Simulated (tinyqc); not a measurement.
# From one set of inputs to another, one input at a time

Model: sputter depth profiling of a dopant layer: erosion rate, quantification and the mixing-roughness response. Computed by tinyqc, a small Python program. Command: `OMP_NUM_THREADS=1 python tinyqc.py 3013384 3013385 out.jsonl sims ladder`. One thread of a shared host (Intel(R) Xeon(R) Processor @ 2.30GHz), about 0.05 s of CPU time with the checks.

A rastered ion beam erodes silicon (49.94 atoms per nm^3). The measured profile is the true one convolved with a depth response.

The inputs printed are set A. Inputs not listed in the table keep their values of set A, so the rows need not describe a real material.

Inputs (values chosen for the exercise, modelled on a dopant in silicon under an oxygen or caesium beam):
```
quantity,value,unit
beam energy E,2.1,keV
beam current,87,nA
raster side,200,um
sputter yield at 1 keV,0.73,-
mixing length at 1 keV,2.1,nm
roughness sigma,1.1,nm
depth of the layer z0,24,nm
sheet density Q,1.7e+13,1/cm^2
relative sensitivity factor RSF,3.6e+21,1/cm^3
matrix count rate,330000,1/s
background count rate,0.85,1/s
counting time per point,2,s
level that defines the junction C_B,1e+16,1/cm^3
```

True profile: delta layer.

Constants: e = 1.602176634e-19 C.

Method:
- Scaling chosen for the exercise: yield Y = Y1 E^0.5, mixing length w = w1 E^0.5 (E in keV).
- Erosion rate = Y I/(e x raster^2 x density); depth step = rate x counting time; concentration = RSF x counts/matrix counts; detection limit = RSF x 3 sqrt(background x time)/(matrix rate x time).
- Mixing alone turns a layer at z0 into (1/w) exp(-(z - z0 + w)/w) for z > z0 - w; roughness adds a Gaussian of width sigma. With x = z - z0 + w: g(x) = (1/(2w)) exp(sigma^2/(2 w^2) - x/w) erfc((sigma/w - x/sigma)/sqrt2), and its integral G(x) = (1/2) erfc(-x/(sigma sqrt2)) - w g(x). Measured: Q g(x), 1 nm = 1e-7 cm.
- Find the maximum, the full width at half maximum and the deep point where the profile falls to C_B; far down, the trailing edge decays by w ln(10) per decade.
- Convolution adds means and variances: the response has mean 0 (shift -w plus exponential mean w) and variance w^2 + sigma^2; a delta layer adds none.

Each row keeps all changes above it:
```
input moved,from,to,full width at half maximum (nm),erosion rate (nm/s),standard deviation (nm)
set A,-,-,4.5456,0.2876,3.2359
beam energy E (keV),2.1,4.4,5.5306,0.4162,4.5403
sheet density Q (1/cm^2),1.7e+13,4.4e+12,5.5306,0.4162,4.5403
roughness sigma (nm),1.1,1.6,6.5963,0.4162,4.6866
level that defines the junction C_B (1/cm^3),1e+16,5e+16,6.5963,0.4162,4.6866
beam current (nA),87,490,6.5963,2.3444,4.6866
```

Where does the difference come from?

Full width at half maximum goes from 4.55 to 6.60, a factor 1.45 in all. The largest single move comes from beam energy E (a factor 1.22). Erosion rate goes from 0.288 to 2.34, a factor 8.15 in all. The largest single move comes from beam current (a factor 5.63). Standard deviation goes from 3.24 to 4.69, a factor 1.45 in all. The largest single move comes from beam energy E (a factor 1.40). The single moves hold for this order of the switches; the total does not depend on the order.

Extremes, crossings and ranges named in words are read from the listed rows.
